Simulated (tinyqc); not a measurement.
Local against global planarity over time: chemical-mechanical planarisation: Preston law, pattern density and step-height reduction. Computed by tinyqc, a small Python program. Command: `OMP_NUM_THREADS=1 python tinyqc.py 3015483 3015484 out.jsonl cmp walk`. One thread of a shared host (Intel(R) Xeon(R) Processor @ 2.30GHz), about 0.01 s of CPU time with the checks.

A row of 8 cells, repeated periodically, holds raised features that cover a share rho of each cell.

Inputs (values chosen for the exercise, close to those used for copper polishing):
```
quantity                          value  unit
Preston coefficient K           5.3e-14  1/Pa
pressure P                           31   kPa
platen and carrier speed             40   rpm
distance between the centres         19    cm
initial step height h0              250    nm
contact height h_c                   48    nm
film above the raised areas z0      520    nm
cell size                           2.4    mm
planarisation length                  3    mm
```

local pattern densities, cell by cell: 0.25  0.2  0.5  0.8  0.5  0.9  0.25  0.9

Method:
- With equal rotation speeds the relative speed is uniform, v = omega r_c; Preston rate R0 = K P v.
- The stiff pad averages the density: rho_eff(i) = sum_j w_ij rho_j / sum_j w_ij, w = exp(-2 d^2/L^2), L the planarisation length and d the distance between cell centres, summed over all periodic images of cell j.
- While h > h_c only raised areas polish, at R0/rho_eff, until t_c = rho_eff (h0 - h_c)/R0. After that h = h_c exp(-(t - t_c)/tau), tau = rho_eff h_c/R0; low areas polish at R0 (1 - h/h_c) and raised areas at R0 [1 + (1 - rho_eff) h/(rho_eff h_c)]. Removed from raised areas after t_c: h0 - h_c + R0 (t - t_c) + (1 - rho_eff)(h_c - h); from low areas: R0 (t - t_c) - rho_eff (h_c - h). Film left = z0 less the removal from raised areas.
- Times are multiples of h0/R0; the range is the largest minus the smallest removal from raised areas.

effective densities: 0.357349  0.267017  0.499052  0.691699  0.623168  0.713432  0.481465  0.666818

blanket rate R0 = 1.30761 nm/s

Steps and range (nm):
```
multiple   t (s)  largest step  smallest step  range across the row  mean removal from raised areas
0.10       19.12        214.96         156.37                 58.59                           51.80
0.20       38.24        179.92          62.75                117.17                          103.60
0.30       57.36        144.87           9.28                146.32                          151.67
0.45       86.03         92.31           0.50                137.69                          210.93
0.60      114.71         40.42           0.03                123.17                          259.82
0.80      152.95          9.39           0.00                114.29                          314.45
1.00      191.19          2.18           0.00                112.23                          365.38
1.30      248.54          0.24           0.00                111.67                          440.60
1.70      325.02          0.01           0.00                111.61                          540.62
```

Local steps shrink to 0.013 nm or less, but the range across the row reaches up to 146.3 nm among these rows and ends at 111.6 nm, against the limit (largest - smallest rho_eff) h0 = 111.6 nm: once flat, all cells polish alike and the difference stays. Evener density (dummy fill), a longer planarisation length or a smaller initial step reduces it. Caution: in the last rows the removal passes z0 somewhere, so they describe a thicker film than the one given.

Extremes, crossings and ranges named in words are read from the listed rows.
